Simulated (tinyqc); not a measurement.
## Trap depth and cross-section from two peaks

Problem. A DLTS peak lies where ew = sn g T^2 exp(-Et/kB T), g = vth Nc/(300 K)^2. Find Et and sn.

Inputs (values chosen for the exercise): conduction-band density of states at 300 K Nc = 2.77e19 cm^-3; thermal velocity at 300 K vth = 2.2e7 cm/s.

Constants: q = 1.602176634e-19 C, kB = 1.380649e-23 J/K. Results are converted to the units shown.

peak temperatures for ew = 5 and 500 1/s (K): 69.191371  83.202162

Solution. The slope of ln(ew/T^2) against q/kB T is -Et, and the intercept is ln(sn g).

Et = 0.150 eV
sn = 1.30e-14 cm^2

tinyqc, about 0.01 s, one thread, Intel Xeon 2.30GHz (shared host): `OMP_NUM_THREADS=1 python tinyqc.py 2050119 2050120 out.jsonl`
